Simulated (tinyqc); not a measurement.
Character of the line: straight dislocations in isotropic elasticity: fields, energies, partials, Peierls stress and walls. Computed by tinyqc, a small Python program. Command: `OMP_NUM_THREADS=1 python tinyqc.py 3025424 3025425 out.jsonl disloc walk`. One thread of a shared host (Intel(R) Xeon(R) Processor @ 2.30GHz), about 0.01 s of CPU time with the checks.

The line runs along z, the glide plane is y = 0, and beta is the angle between b and the line (0 screw, 90 degrees edge): b_e = b sin(beta) along +x with the extra half plane at y > 0, b_s = b cos(beta). Stress is positive in tension.

Inputs (values chosen for the exercise, modelled on GaAs):

| quantity | value | unit |
|---|---|---|
| shear modulus G | 47.5 | GPa |
| Poisson ratio nu | 0.226 | - |
| Burgers vector b | 4 | angstrom |
| stacking-fault energy gamma | 47.4 | mJ/m^2 |
| dislocation density rho | 2.3e+14 | 1/m^2 |
| core radius r0/b | 2 | - |

Character: 30-degree.

Constants: 1 eV/angstrom^3 = 160.2176634 GPa.

Method:
- Energy factor K = G [cos^2(beta) + sin^2(beta)/(1 - nu)].
- E = K b^2/(4 pi) ln(R/r0) with R = 1/(2 sqrt(rho)); tension T = E + d^2E/d(beta)^2 = G b^2 [1 + nu - 3 nu sin^2(beta)]/(4 pi (1 - nu)) ln(R/r0). The core energy is taken into r0.
- Shockley partials have b_p = b/sqrt(3) at the angles beta -/+ 30 degrees; their repulsion balances the fault at d = G b_p^2/(8 pi gamma) (2 - nu)/(1 - nu) [1 - 2 nu cos(2 beta)/(2 - nu)].
- E = K b^2/(4 pi) ln(R/r0); T = G b^2 [1 + nu - 3 nu sin^2(beta)]/(4 pi (1 - nu)) ln(R/r0).

ln(R/r0) = 3.71871

From screw to edge:

| beta (degrees) | K (GPa) | E (eV/nm) | T (eV/nm) | d (nm) |
|---|---|---|---|---|
| 0 | 47.500 | 14.037 | 22.235 | 3.6322 |
| 15 | 48.429 | 14.312 | 21.411 | 3.7985 |
| 30 | 50.967 | 15.062 | 19.161 | 4.2531 |
| 45 | 54.435 | 16.087 | 16.087 | 4.8740 |
| 60 | 57.902 | 17.111 | 13.013 | 5.4949 |
| 75 | 60.440 | 17.862 | 10.762 | 5.9495 |
| 90 | 61.370 | 18.136 | 9.939 | 6.1159 |

What follows from these numbers?

The edge costs 1/(1 - nu) = 1.292 times the screw in energy, yet its tension is only (1 - 2 nu)/(1 + nu) = 0.447 of the screw value, so loops under stress are elongated along b. The edge splits 1.68 times as widely, (2 + nu)/(2 - 3 nu), since there the larger, edge parts of the partials repel with the factor 1/(1 - nu) and the small screw parts attract, while in the screw the roles are exchanged.
